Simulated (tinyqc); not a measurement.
Photoconductance decay in a wafer: bulk and surface recombination modes, and iron detection by pair splitting: one step, computed by the program tinyqc.

Both faces of the wafer have the same S; injection is low and all coefficients are constant. x runs from -W/2 to W/2.

Question. Effective lifetime. Even modes cos(a x) obey b tan b = S W/(2 D) with b = a W/2, odd modes sin(a x) obey -b cot b = S W/(2 D); each decays at the rate 1/tau_b + D a^2. tau_eff is the decay time of the first mode. The surface time is 1/(D a^2) of that mode; shortcuts for it are W/(2 S), W^2/(pi^2 D) and their sum, whose error is sum/surface time - 1.

Inputs (values chosen for the exercise, modelled on p-type silicon): thickness W = 725 micrometre; diffusivity D = 25.6 cm^2/s; bulk lifetime tau_b without iron = 890 microsecond; surface recombination velocity S = 14000 cm/s.

Give: tau_eff; surface time; W/(2 S); W^2/(pi^2 D); error of the sum; tau_eff/tau_b.

Answer.

tau_eff = 22.374 microsecond

surface time = 22.951 microsecond

W/(2 S) = 2.5893 microsecond

W^2/(pi^2 D) = 20.803 microsecond

error of the sum = 1.9246 %

tau_eff/tau_b = 0.025139

The surfaces are fast, and diffusion to them sets the surface time. tau_eff is only 0.025 of tau_b, so it understates the bulk lifetime.
